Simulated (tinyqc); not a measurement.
Worked calculation: six-band Luttinger-Kohn model with strain. Values are carried at full precision from step to step, so a last printed digit may differ when a step is redone from the rounded ones.

Constants: hbar^2/2m0 = 3.80998211 eV angstrom^2.

Parameters, chosen for this exercise (near those of Si; the results hold for these values, not for the real material):
- C11 = 172.1 GPa
- C12 = 63.4 GPa
- C44 = 75.6 GPa
- load = uniaxial [001] (kind of stress)
- X = -1.21 GPa (stress)
- Dso = 0.043 eV (spin-orbit splitting)
- g1 = 4.26 (Luttinger gamma1)
- g2 = 0.34 (gamma2)
- g3 = 1.43 (gamma3)
- av = 2.52 eV (valence hydrostatic potential)
- b = -2.14 eV (tetragonal shear potential)
- d = -4.71 eV (trigonal shear potential)
- k = (-0.015, 0.005, 0.055) 1/angstrom (wave vector)
- kmax = 0.1 1/angstrom (end of the path)

## Strain from a uniaxial [001] stress

s11 = (C11 + C12)/((C11 - C12)(C11 + 2 C12)), s12 = -C12/((C11 - C12)(C11 + 2 C12)), s44 = 1/C44; exx = s11 sxx + s12 (syy + szz) and cyclic, exy = s44 sxy/2; tension is positive. A uniaxial stress X along the unit vector n is s_ij = X n_i n_j.

s11, s12, s44 (1/TPa): 7.2483  -1.9513  13.2275

strain tensor:
```
          x         y          z
x  0.002361  0.000000   0.000000
y  0.000000  0.002361   0.000000
z  0.000000  0.000000  -0.008770
```

The volume changes by -0.405 %; there is no shear in the cubic axes, so d does not enter.

## The terms P, Q, R, S at one k

P = c g1 k^2 - av tr(e); Q = c g2 (kx^2 + ky^2 - 2 kz^2) - (b/2)(exx + eyy - 2 ezz); R = c sqrt3 [-g2 (kx^2 - ky^2) + 2i g3 kx ky] + (sqrt3/2) b (exx - eyy) - i d exy; S = 2 c sqrt3 g3 (kx - i ky) kz - d (exz - i eyz); c = hbar^2/2m0, e the strain tensor (not engineering shear).

Form the four terms.

Terms (eV):

| term | from k | from strain |
|---|---|---|
| P | 0.05315 | 0.01020 |
| Q | -0.00751 | 0.02382 |
| R | -0.00045-0.00142i | 0.00000 |
| S | -0.01557-0.00519i | 0.00000 |

## The Hamiltonian

Six-band Luttinger-Kohn model in the basis |3/2,3/2>, |3/2,1/2>, |3/2,-1/2>, |3/2,-3/2>, |1/2,1/2>, |1/2,-1/2>, electron energies, zero at the top of the unstrained valence band. H = -[rows: (P+Q, -S, R, 0, -S/r2, r2 R); (-S*, P-Q, 0, R, -r2 Q, r32 S); (R*, 0, P-Q, S, r32 S*, r2 Q); (0, R*, S*, P+Q, -r2 R*, -S*/r2); (-S*/r2, -r2 Q, r32 S, -r2 R, P+Dso, 0); (r2 R*, r32 S*, r2 Q, -S/r2, 0, P+Dso)], r2 = sqrt(2), r32 = sqrt(3/2). Levels are twofold.

Each term is the sum of its two parts.

H(k) (eV):
```
                  3/2,3/2          3/2,1/2        3/2,-1/2         3/2,-3/2          1/2,1/2         1/2,-1/2
3/2,3/2           -0.0797  -0.0156-0.0052i  0.0004+0.0014i                0  -0.0110-0.0037i   0.0006+0.0020i
3/2,1/2   -0.0156+0.0052i          -0.0470               0   0.0004+0.0014i           0.0231   0.0191+0.0064i
3/2,-1/2   0.0004-0.0014i                0         -0.0470   0.0156+0.0052i   0.0191-0.0064i          -0.0231
3/2,-3/2                0   0.0004-0.0014i  0.0156-0.0052i          -0.0797  -0.0006+0.0020i  -0.0110+0.0037i
1/2,1/2   -0.0110+0.0037i           0.0231  0.0191+0.0064i  -0.0006-0.0020i          -0.1064                0
1/2,-1/2   0.0006-0.0020i   0.0191-0.0064i         -0.0231  -0.0110-0.0037i                0          -0.1064
```

## Levels and their make-up

Diagonalise H. The weights add +m and -m and are averaged over each pair; m is taken along z.

levels from the top, each twofold (eV): -0.0276  -0.0841  -0.1214

weights:
```
               top  second  third
|3/2,+-3/2>  0.113   0.836  0.051
|3/2,+-1/2>  0.748   0.113  0.139
|1/2,+-1/2>  0.140   0.051  0.809
```

The top pair is 75 % |3/2,+-1/2>, the second pair is 84 % |3/2,+-3/2> and the third pair is 81 % |1/2,+-1/2>.

## Band edges at k = 0
Diagonalise H at k = 0. The weights add +m and -m (m along z) and are averaged over each pair.

edges from the top (eV): 0.0277  -0.0340  -0.0672

weights at k = 0:
```
               top  second  third
|3/2,+-3/2>  0.000   1.000  0.000
|3/2,+-1/2>  0.852   0.000  0.148
|1/2,+-1/2>  0.148   0.000  0.852
```

The stress splits the top two pairs by 61.7 meV, 2.39 times kT at 300 K (25.85 meV); the third lies 94.9 meV below the top, against Dso = 43 meV without stress.

## The edges in closed form

With R = S = 0: P = -av tr(e), Q = -(b/2)(exx + eyy - 2 ezz), W = sqrt(Dso^2 + 2 Dso Q + 9 Q^2); E(HH) = -P - Q, E(LH) and E(SO) = -P + (Q - Dso +/- W)/2. Without the coupling to the split-off band E(LH) = -P + Q.

P = 0.01020 eV
Q = 0.02382 eV
W = 0.09489 eV

E(HH), E(LH), E(SO) (eV): -0.0340  0.0277  -0.0672

E(LH) without the coupling = 0.0136 eV

The light-hole edge is on top. The coupling raises the light-hole edge by 14.0 meV; to lowest order it is 2 Q^2/Dso = 26.4 meV, with |Q|/Dso = 0.55.

## Hole masses at the edges

Curvature at k = 0: m/m0 = -2 c h^2/(E(h u) + E(-h u) - 2 E(0)) with h = 0.0002 1/angstrom along the unit vector u.

Hole masses (m0):

| direction | top | second | third |
|---|---|---|---|
| [110] | 0.276 | 0.217 | 0.220 |
| [1-10] | 0.276 | 0.217 | 0.220 |
| [100] | 0.276 | 0.217 | 0.220 |
| [001] | 0.181 | 0.279 | 0.272 |

Of the directions listed, the top pair is lightest along [001] (0.181) and heaviest along [110], [1-10] and [100] (0.276). These masses hold only for hole energies well below the splitting of 62 meV.

## Bands along [110] and [001]

Six points from 0 to kmax in each direction.

Levels (eV):

| direction | \|k\| (1/angstrom) | top | second | third | top, no stress | second, no stress |
|---|---|---|---|---|---|---|
| [110] | 0.000 | 0.0277 | -0.0340 | -0.0672 | 0.0000 | 0.0000 |
| [110] | 0.020 | 0.0222 | -0.0399 | -0.0754 | -0.0025 | -0.0098 |
| [110] | 0.040 | 0.0060 | -0.0485 | -0.1090 | -0.0080 | -0.0334 |
| [110] | 0.060 | -0.0194 | -0.0558 | -0.1737 | -0.0136 | -0.0634 |
| [110] | 0.080 | -0.0451 | -0.0729 | -0.2673 | -0.0187 | -0.1020 |
| [110] | 0.100 | -0.0562 | -0.1158 | -0.3885 | -0.0240 | -0.1511 |
| [001] | 0.000 | 0.0277 | -0.0340 | -0.0672 | 0.0000 | 0.0000 |
| [001] | 0.020 | 0.0192 | -0.0395 | -0.0728 | -0.0055 | -0.0075 |
| [001] | 0.040 | -0.0059 | -0.0558 | -0.0897 | -0.0218 | -0.0292 |
| [001] | 0.060 | -0.0476 | -0.0831 | -0.1182 | -0.0491 | -0.0632 |
| [001] | 0.080 | -0.1048 | -0.1213 | -0.1591 | -0.0873 | -0.1068 |
| [001] | 0.100 | -0.1704 | -0.1744 | -0.2157 | -0.1364 | -0.1591 |

## Checks

- Levels against the same model in the basis X, Y, Z times spin: they agree to 1e-10 or better.
- Closed-form edges against the diagonalisation: they agree to 1e-10 or better.

(tinyqc, `OMP_NUM_THREADS=1 python tinyqc.py 1081005 1081006 out.jsonl`, Intel(R) Xeon(R) Processor @ 2.30GHz, 1 thread, shared host, about 0.04 s.)
